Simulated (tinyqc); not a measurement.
# Charge-trap memory cell, step by step

Numbers from tinyqc (`OMP_NUM_THREADS=1 python tinyqc.py 2130148 2130149 out.jsonl`; about 0.06 s on one thread of a shared Intel Xeon 2.30GHz). Printed values are rounded.

Channel, tunnel oxide, storage layer, blocking layer, gate. N electrons per area sit in a sheet at the centroid and shift the threshold by U = (q/eps0) N (tb/eb + xc tn/en). EOT = t1 + 3.9 (tn/en + tb/eb); tunnel field F = (Vg - U)/EOT; dN/dt = eta (J/q)(1 - N/Nm). Fowler-Nordheim: J = A F^2 exp(-B/F), A = q^2/(16 pi^2 hbar mo phi) (times 1e14 for A/cm^2 with F in V/nm, emitter mass m0), B = (4/3) sqrt(mo/C) phi^1.5, C = hbar^2/(2 m0).

Inputs (values chosen for the exercise); oxide values close to those of silicon dioxide, storage layer close to silicon nitride, blocking layer close to silicon dioxide:

| symbol | value | unit | meaning |
|---|---|---|---|
| phi | 3.06 | eV | tunnel barrier |
| mo | 0.41 | m0 | tunnelling mass |
| t1 | 5.1 | nm | tunnel oxide (permittivity 3.9) |
| tn | 4.3 | nm | storage layer |
| en | 7.5 |  | its relative permittivity |
| tb | 7.9 | nm | blocking layer |
| eb | 3.9 |  | its relative permittivity |
| xc | 0.54 |  | charge centroid, share of tn counted from the blocking side |
| eta | 0.98 |  | capture efficiency of an empty layer |
| Nm | 1.8e13 | cm^-2 | trap density |
| T | 423 | K | storage temperature |
| E1 | 1.02 | eV | shallowest trap depth |
| E2 | 1.97 | eV | deepest trap depth |
| nu | 1e13 | 1/s | attempt frequency |
| Vg | 18.7 | V | gate voltage less flat band and surface potential |
| d0 | 6.1e-8 | s | first time step |
| gr | 1.6 |  | growth of the step |
| n | 11 |  | steps |

Constants: q = 1.602176634e-19 C, kB = 1.380649e-23 J/K, hbar = 1.054571817e-34 J s, m0 = 9.1093837015e-31 kg, Vt = kB T/q, eps0 = 8.8541878128e-14 F/cm where lengths are in cm, hbar^2/(2 m0) = 0.0380998212 eV nm^2. Results are converted to the units shown.

Range of the model: The Fowler-Nordheim form needs F t1 above phi; trap-assisted paths and leakage through the blocking layer are left out.

## Constants of the stack

EOT, the shift for 1e12 electrons per cm^2, the shift with all traps full, and the starting field, current and rate.

EOT = 15.2360 nm
shift for 1e12 cm^-2 = 0.422565 V
shift with all traps full = 7.60617 V
F(0) = 1.22736 V/nm
J(0) = 0.961359 A/cm^2
dN/dt at the start = 5.88032e18 cm^-2 s^-1

## Midpoint steps of growing length

N(half) = N + (d/2) r(N), N(new) = N + d r(N(half)), r = dN/dt; the step starts at d0 and is multiplied by gr each time. Field in the blocking layer (3.9 F + q N/eps0)/eb.

| step | t (s) | N (cm^-2) | U (V) | F (V/nm) | blocking field (V/nm) |
|---|---|---|---|---|---|
| 0 | 0 | 0 | 0.00000 | 1.22736 | 1.22736 |
| 1 | 6.1e-8 | 3.25944e11 | 0.13773 | 1.21832 | 1.23344 |
| 2 | 1.586e-7 | 7.48850e11 | 0.31644 | 1.20659 | 1.24133 |
| 3 | 3.14760e-7 | 1.26579e12 | 0.53488 | 1.19225 | 1.25098 |
| 4 | 5.64616e-7 | 1.86233e12 | 0.78695 | 1.17571 | 1.26211 |
| 5 | 9.64386e-7 | 2.51739e12 | 1.06376 | 1.15754 | 1.27434 |
| 6 | 1.60402e-6 | 3.20916e12 | 1.35608 | 1.13835 | 1.28725 |
| 7 | 2.62743e-6 | 3.91902e12 | 1.65604 | 1.11866 | 1.30050 |
| 8 | 4.26488e-6 | 4.63285e12 | 1.95768 | 1.09887 | 1.31382 |
| 9 | 6.88481e-6 | 5.34076e12 | 2.25682 | 1.07923 | 1.32703 |
| 10 | 1.10767e-5 | 6.03618e12 | 2.55068 | 1.05994 | 1.34001 |
| 11 | 1.77837e-5 | 6.71500e12 | 2.83752 | 1.04112 | 1.35268 |

A converged integration gives U = 2.888 V at the last time; the steps are 1.7 % below that. The tunnel field falls by 15.2 % while the blocking field rises by 10.2 %.

## Retention after ten years

Retention: filled traps are spread evenly in depth from E1 to E2, and each empties at the rate nu exp(-E/kB T). The share left is the mean of exp(-nu t exp(-E/kB T)) = [kB T/(E2 - E1)] [E1x(nu t exp(-E2/kB T)) - E1x(nu t exp(-E1/kB T))], E1x the exponential integral; traps shallower than about Ed = kB T ln(nu t) are empty. t = 3.15576e8 s.

Ed = 1.80447 eV
share left = 0.152504
loss a decade while Ed lies between E1 and E2, kB T ln 10/(E2 - E1) = 0.0883498

The sharp-edge estimate (E2 - Ed)/(E2 - E1) is 0.174; the true edge lies 0.577 kB T deeper.
